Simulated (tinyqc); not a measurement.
Minority carriers and saturation current of a heavily doped emitter: one step of the calculation.

n-type, parabolic bands, full ionisation. eta = (EF - Ec)/kB T solves N = Nc F12(eta), F12(x) = (2/sqrt(pi)) int_0^infinity sqrt(u)/(1 + exp(u - x)) du. The gap shrinks rigidly by dEg = E1 [ln(N/N0) + sqrt(ln^2(N/N0) + 0.5)], an empirical law that is here taken as the true narrowing.

Question. Saturation current. 1/tau = Cn N^2 + 1/ts, D = mup Vt, L = sqrt(D tau); J0 = (q p0 D/L)(s + tanh(W/L))/(1 + s tanh(W/L)), s = S L/D; the share recombining inside is 1 - 1/[cosh(W/L)(1 + tanh(W/L)/s)].

Values chosen for this exercise; band and dielectric values close to those of silicon:
```
symbol    value        unit                                meaning
T           300           K                            temperature
N          5e19       cm^-3                  ionised donor density
mup         250  cm^2/(V s)                 minority-hole mobility
Cn      3.1e-31      cm^6/s                      Auger coefficient
ts          1.7          us                        defect lifetime
W           210          nm                          emitter width
S          1200        cm/s  recombination velocity at the contact
```

Constants: q = 1.602176634e-19 C, kB = 1.380649e-23 J/K, Vt = kB T/q. Results are converted to the units shown.

p0 = 24.183356 cm^-3

Wanted: tau; L; s; J0; share recombining inside.

Answer.

tau = 1.289 ns
L = 912.9 nm
s = 0.01695
J0 = 66.41 fA/cm^2
share recombining inside = 93.21 %

Most holes recombine inside, since the contact is well passivated.

Range of the model: Band tails, non-parabolic bands and incomplete ionisation are left out.

tinyqc, about 0.01 s, one thread, Intel Xeon 2.30GHz (shared host): `OMP_NUM_THREADS=1 python tinyqc.py 2330083 2330084 out.jsonl`
